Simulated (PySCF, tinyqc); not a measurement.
Inside a calculation. Method: CISD on RHF in the sto-6g basis, frozen core, for BeH+, spin multiplicity 1. The lowest restricted solution is unstable here: a spin-polarised one lies 0.0009 hartree lower (PySCF). Computed by tinyqc, a small Python program that keeps every step (integrals from PySCF). Settings: charge = 1, multiplicity = 1, basis = sto-6g, method = RHF, frozen orbitals = 1, energy threshold = 1e-10, iteration cap = 52, orthogonalisation = canonical, start = Wolfsberg-Helmholz matrix, DIIS depth = 6, ci = CISD. Command: `OMP_NUM_THREADS=1 python tinyqc.py 23538 23539 out.jsonl` (the two numbers bound the seeds that draw the settings). One thread of a shared host (Intel(R) Xeon(R) Processor @ 2.60GHz), about 0.1 s of CPU time with the checks. The early iterations of the SCF are left out here.

## One-electron integrals

Geometry (angstrom):
```
atom       x       y       z
Be    0.0000  0.0000  0.0000
H     0.0000  0.0000  1.7080
```

Basis sto-6g: exponents (1/bohr^2) and contraction coefficients of normalised primitives:
```
element  l (shell)  exponent  coefficient
Be           s (1)  312.8705       0.0092
Be           s (1)   57.3645       0.0494
Be           s (1)   16.0485       0.1685
Be           s (1)    5.5131       0.3706
Be           s (1)    2.1409       0.4165
Be           s (1)    0.8817       0.1303
Be           s (2)   13.6332      -0.0133
Be           s (2)    2.6984      -0.0470
Be           s (2)    0.8387      -0.0338
Be           s (2)    0.3227       0.2502
Be           s (2)    0.1401       0.5951
Be           s (2)    0.0642       0.2407
Be           p (3)   13.6332       0.0038
Be           p (3)    2.6984       0.0377
Be           p (3)    0.8387       0.1739
Be           p (3)    0.3227       0.4180
Be           p (3)    0.1401       0.4259
Be           p (3)    0.0642       0.1017
H            s (1)   35.5232       0.0092
H            s (1)    6.5131       0.0494
H            s (1)    1.8221       0.1685
H            s (1)    0.6260       0.3706
H            s (1)    0.2431       0.4165
H            s (1)    0.1001       0.1303
```

Overlap, kinetic and nuclear-attraction integrals over the contracted functions; the nuclear repulsion is the sum of Za Zb / Rab.

nuclear repulsion = 1.239291 hartree

overlap S, lower triangle:
```
         1Be 1s  1Be 2s  1Be 2px  1Be 2py  1Be 2pz   2H 1s
1Be 1s   1.0000
1Be 2s   0.2548  1.0000
1Be 2px  0.0000  0.0000   1.0000
1Be 2py  0.0000  0.0000   0.0000   1.0000
1Be 2pz  0.0000  0.0000   0.0000   0.0000   1.0000
2H 1s    0.0317  0.3231   0.0000   0.0000   0.4068  1.0000
```

kinetic energy T (hartree), lower triangle:
```
          1Be 1s  1Be 2s  1Be 2px  1Be 2py  1Be 2pz   2H 1s
1Be 1s    6.7688
1Be 2s   -0.2074  0.2201
1Be 2px   0.0000  0.0000   0.6613
1Be 2py   0.0000  0.0000   0.0000   0.6613
1Be 2pz   0.0000  0.0000   0.0000   0.0000   0.6613
2H 1s    -0.0104  0.0249   0.0000   0.0000   0.0931  0.7685
```

nuclear attraction V (hartree), lower triangle:
```
           1Be 1s   1Be 2s  1Be 2px  1Be 2py  1Be 2pz    2H 1s
1Be 1s   -15.0246
1Be 2s    -1.7297  -2.6030
1Be 2px    0.0000   0.0000  -2.5770
1Be 2py    0.0000   0.0000   0.0000  -2.5770
1Be 2pz   -0.0117  -0.1080   0.0000   0.0000  -2.6548
2H 1s     -0.2335  -0.7716   0.0000   0.0000  -0.9572  -2.4768
```

core Hamiltonian H = T + V (hartree), lower triangle:
```
          1Be 1s   1Be 2s  1Be 2px  1Be 2py  1Be 2pz    2H 1s
1Be 1s   -8.2559
1Be 2s   -1.9370  -2.3829
1Be 2px   0.0000   0.0000  -1.9157
1Be 2py   0.0000   0.0000   0.0000  -1.9157
1Be 2pz  -0.0117  -0.1080   0.0000   0.0000  -1.9935
2H 1s    -0.2439  -0.7467   0.0000   0.0000  -0.8640  -1.7083
```

## Two-electron integrals

Functions are numbered as in S; the eight-fold symmetry (ij|kl) = (ji|kl) = (kl|ij) leaves the list below.

Two-electron integrals (ij|kl) in chemists' order, unique and non-zero (hartree):
```
(11|11) 2.3000   (21|11) 0.3619   (21|21) 0.0719   (22|11) 0.5703
(22|21) 0.1397   (22|22) 0.4178   (31|31) 0.0153   (32|31) 0.0226
(32|32) 0.0923   (33|11) 0.5703   (33|21) 0.1397   (33|22) 0.4178
(33|33) 0.4501   (41|41) 0.0153   (42|41) 0.0226   (42|42) 0.0923
(43|43) 0.0243   (44|11) 0.5703   (44|21) 0.1397   (44|22) 0.4178
(44|33) 0.4016   (44|44) 0.4501   (51|51) 0.0153   (52|51) 0.0226
(52|52) 0.0923   (53|53) 0.0243   (54|54) 0.0243   (55|11) 0.5703
(55|21) 0.1397   (55|22) 0.4178   (55|33) 0.4016   (55|44) 0.4016
(55|55) 0.4501   (61|11) 0.0457   (61|21) 0.0089   (61|22) 0.0172
(61|33) 0.0171   (61|44) 0.0171   (61|51) 0.0009   (61|52) 0.0017
(61|55) 0.0175   (61|61) 0.0012   (62|11) 0.1372   (62|21) 0.0343
(62|22) 0.1151   (62|33) 0.1105   (62|44) 0.1105   (62|51) 0.0047
(62|52) 0.0300   (62|55) 0.1244   (62|61) 0.0047   (62|62) 0.0518
(63|31) 0.0029   (63|32) 0.0142   (63|53) 0.0049   (63|63) 0.0041
(64|41) 0.0029   (64|42) 0.0142   (64|54) 0.0049   (64|64) 0.0041
(65|11) 0.1573   (65|21) 0.0397   (65|22) 0.1389   (65|33) 0.1308
(65|44) 0.1308   (65|51) 0.0075   (65|52) 0.0465   (65|55) 0.1550
(65|61) 0.0057   (65|62) 0.0705   (65|65) 0.0981   (66|11) 0.3092
(66|21) 0.0787   (66|22) 0.2959   (66|33) 0.2757   (66|44) 0.2757
(66|51) 0.0114   (66|52) 0.0968   (66|55) 0.3364   (66|61) 0.0110
(66|62) 0.1772   (66|65) 0.2542   (66|66) 0.7750
```

## Orthogonalisation

S = U s U^T; canonical form X = U s^(-1/2), so that X^T S X = 1. Each column of U has its largest component positive (the first on a tie).

eigenvalues of S: 0.4625  0.8005  1.0000  1.0000  1.1798  1.5573

X:
```
               1        2        3       4        5       6
1Be 1s    0.2887   0.7688   0.0000  0.0000   0.5937  0.2157
1Be 2s   -0.7321  -0.5705   0.0000  0.0000   0.4462  0.4060
1Be 2px   0.0000   0.0000   0.9435  0.3313   0.0000  0.0000
1Be 2py   0.0000   0.0000  -0.3313  0.9435   0.0000  0.0000
1Be 2pz  -0.7496   0.5178   0.0000  0.0000  -0.4977  0.3870
2H 1s     0.9904  -0.2539   0.0000  0.0000  -0.2199  0.5301
```

Within a degenerate level the vectors are fixed only up to a rotation; this is one choice.

## Iteration 9 (converged): orbitals

converged F (hartree), lower triangle:
```
          1Be 1s   1Be 2s  1Be 2px  1Be 2py  1Be 2pz    2H 1s
1Be 1s   -5.0674
1Be 2s   -1.3602  -0.8210
1Be 2px   0.0000   0.0000  -0.1320
1Be 2py   0.0000   0.0000   0.0000  -0.1320
1Be 2pz   0.0161  -0.1069   0.0000   0.0000  -0.2561
2H 1s    -0.1699  -0.4081   0.0000   0.0000  -0.3523  -0.4386
```

Diagonalise F' = X^T F X, C = X C', fill 2 alpha and 2 beta electrons from the bottom; D = 2 C_occ C_occ^T. Each column has its largest component positive (the first on a tie).

F' = X^T F X (hartree), lower triangle:
```
         1        2        3        4        5        6
1   0.0321
2  -0.4903  -2.0495
3   0.0000   0.0000  -0.1320
4   0.0000   0.0000   0.0000  -0.1320
5  -0.4166  -2.0796   0.0000   0.0000  -2.6696
6  -0.1731  -0.8484   0.0000   0.0000  -1.1334  -1.1609
```

orbital energies (hartree): MO1 -5.0685, MO2 -0.6679, MO3 -0.2559, MO4 -0.1320, MO5 -0.1320, MO6 0.1444

coefficients C:
```
             MO1      MO2      MO3      MO4     MO5      MO6
1Be 1s    0.9957  -0.1860  -0.1907   0.0000  0.0000   0.1051
1Be 2s    0.0165   0.6285   0.7425   0.0000  0.0000  -0.5280
1Be 2px   0.0000   0.0000   0.0000   0.9033  0.4289   0.0000
1Be 2py   0.0000   0.0000   0.0000  -0.4289  0.9033   0.0000
1Be 2pz  -0.0025   0.2685  -0.6052   0.0000  0.0000  -0.8884
2H 1s    -0.0014   0.5010  -0.3317   0.0000  0.0000   1.0069
```

D after iteration 9, lower triangle:
```
          1Be 1s  1Be 2s  1Be 2px  1Be 2py  1Be 2pz   2H 1s
1Be 1s    2.0520
1Be 2s   -0.2008  0.7905
1Be 2px   0.0000  0.0000   0.0000
1Be 2py   0.0000  0.0000   0.0000   0.0000
1Be 2pz  -0.1047  0.3374   0.0000   0.0000   0.1442
2H 1s    -0.1892  0.6296   0.0000   0.0000   0.2690  0.5019
```

Within a degenerate level the vectors are fixed only up to a rotation; this is one choice.

## Convergence

Stop when the energy changes by less than 1e-10 hartree and every element of the error matrix X^T (F D S - S D F) X is below 3e-06.

Course of the cycle:
```
iteration  E (hartree)     change  largest element of the error matrix
1           -14.731203          -                             1.80e-01
2           -14.764302  -3.31e-02                             5.18e-02
3           -14.779051  -1.47e-02                             3.26e-02
4           -14.784609  -5.56e-03                             7.75e-03
5           -14.784541   6.77e-05                             5.74e-03
6           -14.784715  -1.74e-04                             7.40e-04
7           -14.784718  -2.66e-06                             9.36e-05
8           -14.784718  -4.39e-08                             5.08e-07
9           -14.784718  -1.31e-12                             1.98e-09
```

PySCF RHF in the same basis = -14.784718 hartree

Converged in 9 iterations.

## Integrals over molecular orbitals

(pq|rs) = sum C_ip C_jq C_kr C_ls (ij|kl), one index at a time.

one-electron integrals over orbitals h = C^T H C (hartree), lower triangle:
```
         1        2        3        4        5        6
1  -8.2488
2   0.1710  -2.0388
3   0.2010  -0.0536  -1.8990
4   0.0000   0.0000   0.0000  -1.9157
5   0.0000   0.0000   0.0000   0.0000  -1.9157
6  -0.0745   0.2299  -0.0741   0.0000   0.0000  -1.6567
```

Two-electron integrals over orbitals (pq|rs), unique and non-zero (hartree); the lowest 1 orbital is frozen and left out:
```
(22|22) 0.4751    (32|22) -0.0670   (32|32) 0.0536    (33|22) 0.3228
(33|32) 0.0344    (33|33) 0.4411    (42|42) 0.0442    (43|42) 0.0335
(43|43) 0.0498    (44|22) 0.3518    (44|32) 0.0343    (44|33) 0.3892
(44|44) 0.4501    (52|52) 0.0442    (53|52) 0.0335    (53|53) 0.0498
(54|54) 0.0243    (55|22) 0.3518    (55|32) 0.0343    (55|33) 0.3892
(55|44) 0.4016    (55|55) 0.4501    (62|22) 0.0301    (62|32) -0.0536
(62|33) -0.0179   (62|44) -0.0681   (62|55) -0.0681   (62|62) 0.1216
(63|22) -0.0567   (63|32) 0.0484    (63|33) 0.0544    (63|44) 0.0305
(63|55) 0.0305    (63|62) -0.0575   (63|63) 0.0646    (64|42) -0.0270
(64|43) -0.0099   (64|64) 0.0235    (65|52) -0.0270   (65|53) -0.0099
(65|65) 0.0235    (66|22) 0.4801    (66|32) -0.0696   (66|33) 0.3502
(66|44) 0.3558    (66|55) 0.3558    (66|62) 0.0576    (66|63) -0.0599
(66|66) 0.5178
```

## CISD: determinants and Hamiltonian

one-electron integrals dressed by the frozen orbital, h + 2 (pq|11) - (p1|1q) (hartree), lower triangle:
```
         2        3        4        5        6
2  -1.1430
3   0.0670  -0.8480
4   0.0000   0.0000  -0.7914
5   0.0000   0.0000   0.0000  -0.7914
6  -0.0301   0.0599   0.0000   0.0000  -0.6942
```

energy of the frozen orbital, 2 h_11 + (11|11) = -14.213067 hartree

Hartree-Fock energy = -14.784718 hartree

Slater-Condon rules over spin orbitals, with the nuclear repulsion and the energy of the frozen orbital added and E(HF) subtracted on the diagonal. Only determinants linked to the reference directly or through others are kept (one block of an abelian symmetry group), so some states are absent.

Occupation strings over the orbitals (2 doubly, a alpha, b beta, 0 empty; spin orbitals ordered 1a 1b 2a 2b ...): 220000 2ab000 2a000b 2ba000 2b000a 202000 20a00b 200200 200020 20b00a 200002

H - E(HF) between determinants (hartree), lower triangle:
```
         220000   2ab000   2a000b   2ba000   2b000a   202000   20a00b  200200
220000   0.0000
2ab000   0.0000   0.1427
2a000b   0.0000   0.0032   0.4538
2ba000   0.0000  -0.0536   0.0536   0.1427
2b000a   0.0000   0.0536  -0.1216   0.0032   0.4538
202000   0.0536   0.1013   0.0484  -0.1013  -0.0484   0.5560
20a00b  -0.0536   0.0484  -0.0026   0.0481   0.0575   0.1143   0.6190
200200   0.0442   0.0335  -0.0270  -0.0335   0.0270   0.0498  -0.0099  0.6783
200020   0.0442   0.0335  -0.0270  -0.0335   0.0270   0.0498  -0.0099  0.0243
20b00a   0.0536   0.0481   0.0575   0.0484  -0.0026  -0.1143  -0.0646  0.0099
200002   0.1216  -0.0575   0.0275   0.0575  -0.0275   0.0646   0.0001  0.0235

        200020   20b00a  200002
200020  0.6783
20b00a  0.0099   0.6190
200002  0.0235  -0.0001  0.9404
```

## CISD: roots

Diagonalise (each vector has its largest component positive (the first on a tie)); all determinants have Ms = 0, so triplets appear too. The lowest singlet root is the correlation energy.

lowest roots of this matrix, relative to E(HF) (hartree): -0.0347  0.0622  0.1174  0.3233  0.4232  0.5902  0.6120  0.6541

lowest vectors:
```
         root 1   root 2   root 3   root 4
220000   0.9726   0.0000  -0.1135   0.0000
2ab000   0.0466   0.6863   0.6372   0.0832
2a000b   0.0236  -0.1196   0.1058   0.6746
2ba000  -0.0466   0.6863  -0.6372   0.0832
2b000a  -0.0236  -0.1196  -0.1058   0.6746
202000  -0.1245   0.0000  -0.3533   0.0000
20a00b   0.0930  -0.1212   0.0704  -0.1949
200200  -0.0465   0.0000  -0.0273   0.0000
200020  -0.0465   0.0000  -0.0273   0.0000
20b00a  -0.0930  -0.1212  -0.0704  -0.1949
200002  -0.1067   0.0000   0.1280   0.0000
```

<S^2> of these roots: 0.0000  2.0000  0.0000  2.0000  0.0000  2.0000  0.0000  0.0000

weight of the ground state by excitation level 0, 1, 2, ...: 0.9460  0.0055  0.0485
